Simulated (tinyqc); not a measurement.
Grain-boundary trapping model (Seto) of a polycrystalline semiconductor film: one step, computed by the program tinyqc.

Grains of equal size L are joined by thin boundaries with one trap level. Trapped carriers deplete a width W on each side and raise a barrier, crossed by thermionic emission. Dopants are fully ionised, statistics are non-degenerate and mu_g does not depend on T.

Question. Resistivity and effective mobility. Boundary: sigma_b = L e^2 n_0 exp(-e V_B/k_B T)/sqrt(2 pi m k_B T); rho = 1/sigma_b. Mean carrier density n_av = n_0 [(1 - 2W/L) + (2W/L) (sqrt(pi)/2) erf(y)/y], y = sqrt(e V_B/k_B T); effective mobility 1/(e n_av rho).

Inputs (values chosen for the exercise, modelled on polycrystalline SiGe):

| quantity | value | unit |
|---|---|---|
| effective mass m | 0.31 | m_0 |
| grain size L | 490 | nm |
| doping N | 1.4e+17 | 1/cm^3 |
| temperature T | 300 | K |

Grain interior: neglected.

depletion width W = 65.77181 nm

barrier V_B = 0.4058873 V

E_F = -0.1208365 eV

centre density n_0 = 1.40e+17 1/cm^3

Constants: k_B = 8.617333262e-05 eV/K; m_0 = 9.1093837015e-31 kg; k_B = 1.380649e-23 J/K; e = 1.602176634e-19 C.

Give: boundary resistivity; resistivity rho; mean carrier density; effective mobility.

Answer.

boundary resistivity = 32061 ohm cm

resistivity rho = 32061 ohm cm

mean carrier density = 1.108e+17 1/cm^3

effective mobility = 0.001757 cm^2/(V s)
